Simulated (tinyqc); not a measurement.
Thermal, flicker and telegraph noise of a field-effect transistor: one step, computed by the program tinyqc.

Strong inversion, threshold roll-off and channel-length modulation left out; noise sources are uncorrelated and are given as one-sided spectral densities. The drain voltage is 50 mV.

Question. Flicker noise. C_ox = 3.9 eps_0/t; I = mu C_ox (W/L) V_ov V_D; g_m = I/V_ov; g_d0 = I/V_D. Tunnelling length lambda = hbar/(2 sqrt(2 m_ox phi)); flat-band noise S_Vfb = e^2 k_B T lambda N_t/(W L C_ox^2 f). Hooge: S_I = I^2 alpha_H/(f N), N = W L C_ox V_ov/e (the source-end density).

Inputs (values chosen for the exercise, modelled on a silicon n-channel): width W = 14 micrometre; length L = 410 nm; electrical oxide thickness t = 4.9 nm; mobility mu = 150 cm^2/(V s); overdrive V_ov = 0.46 V; oxide trap density N_t = 2.6e+18 1/(eV cm^3); oxide barrier phi = 2.8 eV; oxide mass m_ox = 0.32 m_0; Hooge parameter alpha_H = 1.8e-05; frequency f = 40000 Hz; temperature T = 400 K.

Operating region: linear. Flicker model: Hooge.

drain current I = 83.01958 microampere

Constants: eps_0 = 8.8541878128e-12 F/m; hbar = 1.054571817e-34 J s; m_0 = 9.1093837015e-31 kg; e = 1.602176634e-19 C; k_B = 8.617333262e-05 eV/K.

Give: tunnelling length lambda; S_Vfb; flicker S_I; flicker S_I/I^2.

Answer.

tunnelling length lambda = 1.0310 angstrom

S_Vfb = 2.0802e-14 V^2/Hz

flicker S_I = 2.6705e-23 A^2/Hz

flicker S_I/I^2 = 3.8747e-15 1/Hz
